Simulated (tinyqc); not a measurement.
Levels against anisotropy: donor in an ellipsoidal valley (Kohn-Luttinger variational method). Computed by tinyqc, a small Python program. Command: `OMP_NUM_THREADS=1 python tinyqc.py 3014176 3014177 out.jsonl kohnlutt walk`. One thread of a shared host (Intel(R) Xeon(R) Processor @ 2.30GHz), about 0.03 s of CPU time with the checks.

H = -(d^2/dx^2 + d^2/dy^2) - gamma d^2/dz^2 - 2/r in units built on m_t, with gamma = m_t/m_l and z along the valley axis. One valley; no valley-orbit or central-cell term.

Inputs (values chosen for the exercise, for a model semiconductor): transverse mass m_t = 0.119 m_0; longitudinal mass m_l = 0.889 m_0; dielectric constant eps = 10.6.

Constants: Ry = 13.605693123 eV; a_0 = 0.529177210903 angstrom.

Method:
- Ry* = Ry m_t/eps^2, a* = a_0 eps/m_t, gamma = m_t/m_l.
- Trial function exp(-sqrt((x^2 + y^2)/a^2 + z^2/b^2)) with beta = b/a < 1: E = t/a^2 - u/a, t = (2 + gamma/beta^2)/3, u = 2 arcsin(sqrt(1 - beta^2))/sqrt(1 - beta^2); the best a is 2 t/u and E(beta) = -u^2/(4 t).
- The trial energy is minimised over beta by golden section from 0.05 to 0.999, 60 steps.
- Gaussian basis: g = P exp(-al (x^2 + y^2) - be z^2) with P = 1 (s-like), z (2p0) or x (2p+-); al = 0.004 x 2.6^k, k = 0..11, and be/al = 1, gamma^(-1/2) or 1/gamma (36 functions); 1/r = (2/sqrt(pi)) int exp(-t^2 r^2) dt by 48 Gauss-Legendre points after t = sqrt(al_i + al_j) tan(theta); overlap eigenvalues below 1e-10 are dropped.

gamma = 0.133858

Binding energies (Ry*):
```
gamma  1s, trial  1s, Gaussians     2p0     2p+-
0.033     2.2331         2.2494  1.1746  0.37902
0.067     1.9852         1.9940  0.9224  0.36007
0.130     1.7412         1.7454  0.7094  0.33853
0.200     1.5798         1.5821  0.5866  0.32250
0.270     1.4676         1.4689  0.5090  0.31042
0.510     1.2340         1.2342  0.3672  0.28248
0.820     1.0671         1.0671  0.2811  0.25982
```

As gamma falls from 0.82 to 0.033, 1s deepens from 1.067 to 2.249 Ry*, on the way from the hydrogen value 1 to the two-dimensional limit 4; 2p+- moves from 0.260 to 0.379 (limits 1/4 and 4/9), while 2p0 climbs from 0.281 to 1.175 and joins 1s as gamma tends to 0. Near gamma = 1 the trial function is almost exact and can pass the Gaussian basis, whose own error is about 3e-5 Ry*.

Extremes, crossings and ranges named in words are read from the listed rows.
